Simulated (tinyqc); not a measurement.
The mobility curve: inversion-layer mobility, back-scattering and ballistic limit of a field-effect transistor. Computed by tinyqc, a small Python program. Command: `OMP_NUM_THREADS=1 python tinyqc.py 3025961 3025962 out.jsonl mos walk`. One thread of a shared host (Intel(R) Xeon(R) Processor @ 2.30GHz), about 0.01 s of CPU time with the checks.

The charge at the top of the source barrier is fixed by the gate; series resistance and short-channel effects are left out. F_j are Fermi integrals normalised to exp(eta) in the classical limit.

Inputs (values chosen for the exercise, modelled on a strained silicon n-channel):

| quantity | value | unit |
|---|---|---|
| weight w of the inversion charge | 0.5 | - |
| permittivity eps | 11.7 | - |
| phonon mobility at 1 MV/cm and 300 K, mu_ph | 580 | cm^2/(V s) |
| roughness mobility at 1 MV/cm, mu_sr | 2000 | cm^2/(V s) |
| Coulomb mobility at N_inv = 1e12/cm^2, mu_C | 560 | cm^2/(V s) |
| electrical oxide thickness t_inv | 2.2 | nm |
| depletion charge N_dep | 1.2e+11 | 1/cm^2 |
| temperature T | 300 | K |

Statistics at the top of the barrier: Fermi-Dirac.

Constants: eps_0 = 8.8541878128e-12 F/m; e = 1.602176634e-19 C.

Method. N_inv = 3.9 eps_0 (V_G - V_T)/(e t_inv); effective field E_eff = e (N_dep + w N_inv)/(eps eps_0). mu_phonon = mu_ph (E_eff/1 MV/cm)^(-0.3) (T/300 K)^(-1.75); mu_rough = mu_sr (E_eff/1 MV/cm)^(-2); mu_Coulomb = mu_C (N_inv/1e12 cm^-2) (T/300 K); Matthiessen's rule adds 1/mu.

Mobilities (cm^2/(V s)):

| V_G - V_T (V) | N_inv (1/cm^2) | E_eff (MV/cm) | phonon | roughness | Coulomb | total |
|---|---|---|---|---|---|---|
| 0.03 | 2.9390e+11 | 0.0413 | 1509.0 | 1.1733e+06 | 164.6 | 148.38 |
| 0.06 | 5.8780e+11 | 0.0640 | 1323.0 | 4.8807e+05 | 329.2 | 263.44 |
| 0.12 | 1.1756e+12 | 0.1095 | 1126.3 | 1.6690e+05 | 658.3 | 414.45 |
| 0.20 | 1.9593e+12 | 0.1701 | 986.8 | 6.9144e+04 | 1097.2 | 515.67 |
| 0.35 | 3.4288e+12 | 0.2837 | 846.4 | 2.4847e+04 | 1920.2 | 573.88 |
| 0.50 | 4.8984e+12 | 0.3973 | 765.0 | 1.2667e+04 | 2743.1 | 571.22 |
| 0.75 | 7.3475e+12 | 0.5867 | 680.6 | 5.8095e+03 | 4114.6 | 530.66 |
| 1.00 | 9.7967e+12 | 0.7761 | 625.8 | 3.3201e+03 | 5486.2 | 480.45 |
| 1.50 | 1.4695e+13 | 1.1549 | 555.5 | 1.4994e+03 | 8229.2 | 386.29 |

What follows from these numbers?

The lowest part is Coulomb from 0.0300 to 0.120, phonon from 0.200 to 1.50 V. The total peaks at 574 near E_eff = 0.28 MV/cm: screening lifts it at low density and the field presses it down at high density.

Extremes, crossings and ranges named in words are read from the listed rows.
